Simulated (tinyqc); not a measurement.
Born-von Karman spring model of a cubic crystal with one atom per cell: one step, computed by the program tinyqc.

First neighbours lie at a/2 (1,1,1) (8 of them), second at a (1,0,0) (6), with all permutations and signs; the volume per atom is Omega = a^3/2. Two shells of springs match a real metal only roughly, above all at the zone boundary.

Question. Frequencies and polarisations. Diagonalise D. An eigenvalue lambda of D in eV/(angstrom^2 u) gives nu = 15.6333042 THz x sqrt(lambda). Eigenvectors are columns, with the largest component positive; the longitudinal weight is (e.q)^2/q^2.

Inputs (values chosen for the exercise, modelled on sodium).

Lattice: bcc.

wave vector q (2 pi/a): 0.58  0.3  0.24

D(q) (eV/(angstrom^2 u)):
```
            x            y            z
x  0.03622371   0.01722688   0.01175336
y  0.01722688   0.03483695  -0.00415358
z  0.01175336  -0.00415358   0.03392805
```

Constants: nu for 1 eV/(angstrom^2 u) = 15.6333042 THz.

Give: eigenvalues; frequencies; polarisation vectors; longitudinal weights.

Answer.

eigenvalues (eV/(angstrom^2 u)): 0.012332  0.038068  0.054589

frequencies (THz): 1.7361  3.0502  3.6526

polarisation vectors:
```
     mode 1    mode 2   mode 3
x   0.65654   0.09550  0.74822
y  -0.58943  -0.55402  0.58791
z  -0.47067   0.82701  0.30745
```

longitudinal weights: 0.01711  0.01588  0.96701

Mode 3 is the most longitudinal, with weight 0.97.
